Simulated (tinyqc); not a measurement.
Schottky emission and Poole-Frenkel conduction in an insulator, and how to tell them apart: activation energy against field.

Schottky emission (electrode-limited): J = As T^2 exp[-(pb - b sqrt(F))/Vt], b = sqrt(q/(4 pi eps0 ei)). Poole-Frenkel emission (bulk-limited): J = s0 F exp[-(pt - 2 b sqrt(F))/Vt]. F in V/cm.

The activation energy is -d ln J/d(q/kB T) at fixed F.

Values chosen for this exercise; dielectric values close to those of silicon nitride:
- T = 300 K (temperature)
- ei = 4.34 (high-frequency relative permittivity)
- pt = 1.4 eV (trap depth)
- s0 = 2.2 S/cm (Poole-Frenkel prefactor)
- pb = 0.91 eV (electrode barrier)
- As = 27 A/(cm^2 K^2) (Richardson constant)

Constants: q = 1.602176634e-19 C, kB = 1.380649e-23 J/K, Vt = kB T/q, eps0 = 8.8541878128e-14 F/cm where lengths are in cm. Results are converted to the units shown.

Activation energy against field:
```
F (MV/cm),sqrt(F) ((V/cm)^0.5),"J, Schottky (A/cm^2)",its Ea (eV),"J, Poole-Frenkel (A/cm^2)",its Ea (eV)
0.2,447.2,2.929e-8,0.8802,7.268e-16,1.237
0.81,900.0,7.117e-7,0.7978,1.738e-12,1.072
1.43,1196,5.721e-6,0.7439,1.983e-10,0.9644
2.04,1428,2.943e-5,0.7015,7.485e-9,0.8797
2.66,1631,1.227e-4,0.6646,1.697e-7,0.8058
3.27,1808,4.283e-4,0.6323,2.540e-6,0.7412
3.89,1972,0.001360,0.6024,3.047e-5,0.6815
4.5,2121,0.003886,0.5753,2.878e-4,0.6272
```

Both activation energies fall linearly in sqrt(F), the Poole-Frenkel one twice as fast (1.24 to 0.627 eV against 0.880 to 0.575 eV). They extrapolate to pt = 1.4 eV and to pb + 2 kB T = 0.962 eV, the 2 kB T coming from the T^2. The Poole-Frenkel current is the smaller one in every row. For F = 1.43, 2.04, 2.66, 3.27, 3.89, 4.5 a Fowler-Nordheim estimate for tunnelling through pb with a mass of 0.4 m0 exceeds the Schottky current, so tunnelling, left out here, would compete. For F = 1.43, 2.04, 2.66, 3.27, 3.89, 4.5 a Fowler-Nordheim estimate for tunnelling through pb with a mass of 0.4 m0 exceeds the Poole-Frenkel current, so tunnelling, left out here, would compete.

Program tinyqc, `OMP_NUM_THREADS=1 python tinyqc.py 2370116 2370117 out.jsonl`; Intel Xeon 2.30GHz, shared host, one thread, about 0.01 s.
